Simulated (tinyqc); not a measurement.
Closing and inverting the gap: three-level Kane dispersion of a narrow-gap semiconductor.

Zero of energy at Gamma8, c = hbar^2/2m0, P^2 = Ep c. The free-electron term and remote bands are left out, so the heavy holes are flat at E = 0 and the other three bands obey E (E - Eg)(E + Dso) = P^2 k^2 (E + 2 Dso/3). The conduction band is the highest root; its edge is Ec = max(Eg, 0).

Constants: hbar^2/2m0 = 3.80998211 eV angstrom^2.

Parameters, chosen for this exercise (out of a larger set: near those of grey Sn; not measured data): Dso = 0.81 eV (spin-orbit splitting); Ep = 22.7 eV (Kane energy); k = 0.016 1/angstrom (wave vector).

Eg is varied at fixed k, Dso and Ep. Edge mass: Eg (Eg + Dso)/(Ep (Eg + 2 Dso/3)) for Eg > 0, 3 |Eg|/(2 Ep) for Eg < 0. The Gamma6 weight of the conduction state is 1/(1 + P^2 k^2 [(2/3)/E^2 + (1/3)/(E + Dso)^2]).

Results:

| Eg (eV) | m0* | highest root (eV) | middle (eV) | lowest (eV) | E - Ec (meV) | Gamma6 weight |
|---|---|---|---|---|---|---|
| -0.300 | 0.01982 | 0.0440 | -0.3294 | -0.8246 | 44.0 | 0.116 |
| -0.060 | 0.00396 | 0.0983 | -0.1483 | -0.8199 | 98.3 | 0.394 |
| -0.015 | 0.00099 | 0.1180 | -0.1236 | -0.8194 | 118.0 | 0.483 |
| 0.015 | 0.00098 | 0.1334 | -0.1094 | -0.8190 | 118.4 | 0.544 |
| 0.060 | 0.00383 | 0.1599 | -0.0913 | -0.8186 | 99.9 | 0.631 |
| 0.150 | 0.00919 | 0.2233 | -0.0655 | -0.8178 | 73.3 | 0.767 |
| 0.300 | 0.01746 | 0.3487 | -0.0420 | -0.8167 | 48.7 | 0.887 |

Give the missing row, Eg (eV) = -0.150.

Computed row:
```
Eg (eV)      m0*  highest root (eV)  middle (eV)  lowest (eV)  E - Ec (meV)  Gamma6 weight
-0.150   0.00991             0.0698      -0.2085      -0.8213          69.8          0.248
```

The edge mass vanishes with |Eg| from both sides, yet the kinetic energy at this k stays finite, at most 118.4 meV in the table; at Eg = 0 the two-level form, without the split-off band, gives the linear value sqrt(2/3) P k = 121.5 meV. The Gamma6 weight of the conduction state goes smoothly from 0.12 to 0.89 and is 0.48 and 0.54 in the two rows next to Eg = 0: at finite k nothing jumps at the inversion.

Computed by tinyqc, a small Python program: `OMP_NUM_THREADS=1 python tinyqc.py 1050719 1050720 out.jsonl` (the numbers bound the seed that draws the inputs); one thread of a shared host (Intel(R) Xeon(R) Processor @ 2.30GHz), about 0.01 s for the whole set of steps.
